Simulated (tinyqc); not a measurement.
Mirror strength against the number of periods: longitudinal sound in a periodic multilayer: transfer matrices, stop bands and folded phonons. Computed by tinyqc, a small Python program. Command: `OMP_NUM_THREADS=1 python tinyqc.py 3023566 3023567 out.jsonl multilayer walk`. One thread of a shared host (Intel(R) Xeon(R) Processor @ 2.30GHz), about 0.01 s of CPU time with the checks.

Layers 1 and 2 repeat with period d = d_1 + d_2; waves travel normal to the layers, without loss. State vector (u, s): displacement u and stress divided by omega. Impedances Z = rho v are in 1e6 kg/(m^2 s).

Inputs (values chosen for the exercise, modelled on silicon (layer 1), germanium (layer 2) and silica (substrate)):
```
quantity,value,unit
density rho_1,2.29,g/cm^3
velocity v_1,8570,m/s
thickness d_1,12.3,nm
density rho_2,5.39,g/cm^3
velocity v_2,4810,m/s
thickness d_2,7.16,nm
substrate density,2.22,g/cm^3
substrate velocity,5980,m/s
frequency f,228,GHz
```

Method:
- Z = rho v; interface reflection r = (Z_2 - Z_1)/(Z_2 + Z_1) (stress amplitude, from 1 into 2); Bragg frequency f_B = 1/[2 (d_1/v_1 + d_2/v_2)]; long-wave velocity v_eff = d/sqrt[(d_1/v_1)^2 + (d_2/v_2)^2 + (Z_1/Z_2 + Z_2/Z_1)(d_1/v_1)(d_2/v_2)].
- A layer maps (u, s) by [[cos p, sin p/Z], [-Z sin p, cos p]], p = 2 pi f d_i/v_i; one period is M = M_2 M_1, and cos(q d) = trace(M)/2.
- For N periods A = M^N. A wave comes from a thick layer of material 1 and leaves into the substrate (Z_s): transmitted power T = 4 Z_1 Z_s/|Z_1 A_22 + Z_s A_11 - i (Z_1 Z_s A_12 - A_21)|^2, reflected power R = 1 - T.

Bragg frequency f_B = 171.010 GHz

Z_2 = 25.9259

Z_1 = 19.6253

Z of the substrate = 13.2756

trace(M)/2 = -0.529419

Transmitted power:
```
N,T at f_B,T at f_B (dB),T at f
1,0.80534,-0.94018,0.84443
2,0.59505,-2.2544,0.89909
3,0.40086,-3.9701,0.97091
4,0.25362,-5.9582,0.85159
6,0.091480,-10.387,0.97602
8,0.031018,-15.084,0.87237
12,0.0033943,-24.692,0.97608
16,3.6683e-04,-34.355,0.89886
24,4.2722e-06,-53.693,0.93962
```

What does the comparison show, and why?

At f_B each further period removes 2.42 dB at large N, which is 20 log10 of the impedance ratio, 2.42 dB, as for a quarter-wave stack; 99 % reflection needs N = 12 among these rows. At f, in a pass band, T does not decay with N.
